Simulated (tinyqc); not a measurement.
# Space-charge-limited current through a thin insulating or semi-insulating film with traps, step by step

A worked calculation. Computed by tinyqc, a small Python program that keeps every step. Command: `OMP_NUM_THREADS=1 python tinyqc.py 3028857 3028858 out.jsonl sclc walk`. One thread of a shared host (Intel(R) Xeon(R) Processor @ 2.30GHz), about 0.01 s of CPU time with the checks. Intermediate numbers are printed to about 6 digits and carried at full precision; extremes and crossings named in words are read from the listed rows.

One ohmic injecting contact at x = 0 (field zero), drift only, non-degenerate free carriers.

Inputs (values chosen for the exercise, modelled on semi-insulating GaN):
```
quantity                                            value        unit
permittivity eps                                      9.7           -
band mobility mu                                      250  cm^2/(V s)
effective density of states N_c                   2.2e+18      1/cm^3
trap density N_t                                  3.7e+18      1/cm^3
equilibrium Fermi level below the band edge, E_0     0.56          eV
thickness d                                            61          nm
free density at the anode, in units of N_c        7.4e-07           -
temperature T                                         350           K
characteristic temperature T_c                        700           K
```

Traps: exponential tail.

Constants: k_B = 8.617333262e-05 eV/K; e = 1.602176634e-19 C; eps_0 = 8.8541878128e-12 F/m.

## Equilibrium and landmark voltages

Free density n_0 = N_c exp(-E_0/k_B T) in equilibrium; trapped density n_t(n) = N_t (n/N_c)^(T/T_c) (the low-temperature form). theta = n/(n + n_t) at the anode density; trap-filled-limit voltage V_TFL = e (N_t - n_t(n_0)) d^2/(2 eps eps_0).

n_0 = 1.90010e+10 1/cm^3

n_t(n_0) = 3.43858e+14 1/cm^3

theta = 5.11228e-04

V_TFL = 12.8405 V

## One point of the curve

J = e mu n F and (eps eps_0/e) dF/dx = n - n_0 + n_t(n) - n_t(n_0) = rho(n). With F = J/(e mu n): d = (eps eps_0 J/(e^2 mu)) I_1 and V = (eps eps_0 J^2/(e^3 mu^2)) I_2, I_k = int_(n_L)^infinity dn/(n^(k+1) rho(n)), n_L the density at the anode; with u = n_L/n, 200 Gauss-Legendre points in t, u = 1 - (1 - t)^2. Anode field J/(e mu n_L); Mott-Gurney current (9/8) eps eps_0 mu V^2/d^3; ohmic current e n_0 mu V/d.

I_1 = 1.39959e-28 cm^6

I_2 = 5.20864e-41 cm^9

current density J = 0.325664 A/cm^2

voltage V = 0.0184575 V

anode field over mean field V/d = 1.65052

trap-free Mott-Gurney current = 362.551 A/cm^2

ohmic current = 0.00230288 A/cm^2

J is 8.98e-4 times the trap-free law and 141 times the ohmic current; theta is 5.11e-4. The field ratio is 1 for ohmic flow, 3/2 for the square law and 2 for a uniform fixed charge; here 1.65. Caution: V is below 10 k_B T/e, where diffusion from the contact, left out here, dominates.

## The whole curve

The last column is d ln J/d ln V up to the next row.

Current against voltage:
```
n_L (1/cm^3)        V (V)   J (A/cm^2)    slope
2.00e+10      4.07310e-04  6.68557e-05  1.83961
8.70e+10      3.09770e-03  2.79285e-03  2.55776
3.80e+11      8.15178e-03  3.31782e-02  2.79665
1.70e+12      1.88935e-02  3.48175e-01  2.90239
7.30e+12      4.07472e-02  3.24020e+00  2.94896
3.20e+13      8.70698e-02  3.04124e+01  2.96631
1.40e+14      1.84482e-01  2.82048e+02  2.96467
6.00e+14      3.86808e-01  2.53271e+03  2.94470
2.60e+15      8.21259e-01  2.32519e+04  2.89801
1.20e+16      1.83383e+00  2.38516e+05  2.81485
5.00e+16      4.00865e+00  2.15551e+06  2.68855
2.20e+17      9.56754e+00  2.23506e+07        -
```

The slope starts at 1.84, peaks at 3.0 between 0.0871 and 0.184 V and ends at 2.69. Rows below 0.30 V (10 k_B T/e) are formal, since diffusion from the contact rules there. Self-heating is left out, although J V exceeds 1e5 W/cm^2 at the last row. The last rows ignore velocity saturation (mu V/d above 1e7 cm/s). An exponential tail gives the power law T_c/T + 1 = 3.00, which the middle rows approach.

Checks made by the program: trap-free limit against the Mott-Gurney law (relative difference 5e-08).
